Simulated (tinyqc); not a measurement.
Threshold-voltage variability of a planar MOSFET, analytic estimates: two steps of the calculation.

Three independent sources add in quadrature: random dopants in the depleted layer, metal-gate grains of two orientations, and roughness of the two gate edges acting through the roll-off VT = VT(long) - Vr exp(-L/l). These are first-order estimates: no three-dimensional electrostatics, no percolation.

Parameters, values chosen for the exercise; material values close to those of silicon: temperature T = 273 K; band gap Eg = 1.12 eV; relative permittivity of the semiconductor eps_r = 11.8; conduction-band density of states at T Nc = 2.4e19 cm^-3; valence-band density of states at T Nv = 2.29e19 cm^-3; channel doping Na = 3.4e17 cm^-3; oxide-equivalent thickness in inversion ti = 1.5 nm; gate length L = 45 nm; gate width W = 150 nm; number of cells Nb = 1048576; wanted yield Y = 0.99.

Constants: q = 1.602176634e-19 C, kB = 1.380649e-23 J/K, Vt = kB T/q, eps0 = 8.8541878128e-14 F/cm where lengths are in cm. Results are converted to the units shown.

Problem 1. Random dopants. ni = sqrt(Nc Nv) exp(-Eg/(2 Vt)), Eg in volts; Cox = 3.9 eps0/ti; Wd = sqrt(4 eps0 eps_r Vt ln(Na/ni)/(q Na)); dopants: s1 = (q/Cox) sqrt(Na Wd/(3 L W)). The slope A1 = s1 sqrt(L W); mean number of dopants Na L W Wd.

Give: Cox; Wd; mean number of dopants; A1; s1.

Solution 1.

Cox = 2.302 uF/cm^2
Wd = 59.43 nm
mean number of dopants = 136.4
A1 = 0.5712 mV um
s1 = 6.952 mV

Counting alone, 1/sqrt(N) of the depletion voltage q Na Wd/Cox = 141 mV, would give sqrt(3) times more: dopants deep in the layer act less on the surface.

Problem 2. Margin in standard deviations for the wanted yield. Cells fail independently with probability Q(k) = erfc(k/sqrt(2))/2 when the margin is k standard deviations, and Y = exp(-Nb Q(k)). phi = exp(-k^2/2)/sqrt(2 pi). Newton steps on ln Q(k) = ln(-ln(Y)/Nb): k(new) = k + [ln Q - ln(-ln(Y)/Nb)] Q/phi.

k after iteration 1 = 5.9175922

Wanted: Q(k); phi; k after iteration 2.

Solution 2.

Q(k) = 1.633e-9
phi = 9.928e-9
k after iteration 2 = 5.626

Program tinyqc, `OMP_NUM_THREADS=1 python tinyqc.py 2090160 2090161 out.jsonl`; Intel Xeon 2.30GHz, shared host, one thread, about 0.01 s.
